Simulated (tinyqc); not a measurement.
# Segment and feed resistance from two drops

Question. A rail is fed at one end through Rq; K loads of Ij follow, each after a segment Rs. The drop at load j is K Ij Rq + Rs Ij sum_(l=1..j) (K - l + 1). Find Rs, Rq and the worst drop, at the middle, if the rail were fed through Rq at both ends: K Ij Rq/2 + Rs Ij K^2/8 with the load taken as continuous.

Inputs (values chosen for the exercise): number of equal loads K = 22; current of each load Ij = 0.2 mA.

drops at the first and at the last load (mV): 1.2716000  11.435600

Answer. The difference of the two drops is Rs Ij K (K - 1)/2, which gives Rs; the first drop then gives Rq.

Rs = 0.2200 ohm
Rq = 0.06900 ohm
drop at the middle with two feeds = 2.814 mV

Program tinyqc, `OMP_NUM_THREADS=1 python tinyqc.py 2770222 2770223 out.jsonl`; Intel Xeon 2.30GHz, shared host, one thread, about 0.3 s.
